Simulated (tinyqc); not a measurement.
Plane-averaged potentials: correction of a charged-defect supercell by a model charge and potential alignment (plane-averaged potentials). Computed by tinyqc, a small Python program. Command: `OMP_NUM_THREADS=1 python tinyqc.py 3112222 3112223 out.jsonl align walk`. One thread of a shared host (Intel(R) Xeon(R) Processor @ 2.30GHz), about 0.01 s of CPU time with the checks.

The "true" defect charge is (1 - x) q in a Gaussian of width sigma plus x q in one of width sigma_t, so the exact answer is known; the correction sees only a single model Gaussian of width sigma_m. A Gaussian of width s has the transform rho(G) = exp(-G^2 s^2/2), normalised to 1. A uniform background cancels q, so G = 0 is left out. Potentials are those felt by a unit positive charge. E_0 is the formation energy of the isolated defect, E_cell its value in the supercell, E_lat = E_iso - E_per of the model charge, C the true less the model potential far from the defect; the exact correction is E_0 - E_cell, and the error of a scheme is E_cell plus its correction less E_0.

Inputs (values chosen for the exercise, with screening close to that of GaAs): defect charge q = 2 e; dielectric constant eps = 12.8; edge of the cubic cell L = 16.9 angstrom; width sigma of the true defect charge = 1.4 angstrom; width sigma_m of the model charge = 1.1 angstrom; share x of the charge in a wide tail = 0.22; width sigma_t of the tail = 2.7 angstrom.

Constants: e^2/(4 pi eps_0) = 14.39964548 eV angstrom.

Method. Plane-averaged potential at distance z from the defect: V(z) = (4 pi q/(eps L^3)) (e^2/(4 pi eps_0 e)) sum_(m != 0) rho(G_m) cos(G_m z)/G_m^2, G_m = 2 pi m/L, |m| <= 40.

Potentials (V):
```
z/L   z (angstrom)       true      model  difference
0.00         0.000   0.082006   0.099518   -0.017512
0.05         0.845   0.075333   0.089387   -0.014054
0.10         1.690   0.057823   0.064739   -0.006916
0.15         2.535   0.034939   0.035913   -0.000974
0.20         3.380   0.011507   0.009088    0.002418
0.25         4.225  -0.009775  -0.013885    0.004110
0.30         5.070  -0.027766  -0.032704    0.004939
0.35         5.915  -0.042008  -0.047343    0.005335
0.40         6.760  -0.052286  -0.057799    0.005513
0.45         7.605  -0.058489  -0.064073    0.005584
0.50         8.450  -0.060562  -0.066164    0.005603
```

What follows from these numbers?

The difference moves by 0.09 mV between z/L = 0.4 and 0.5: a plateau.
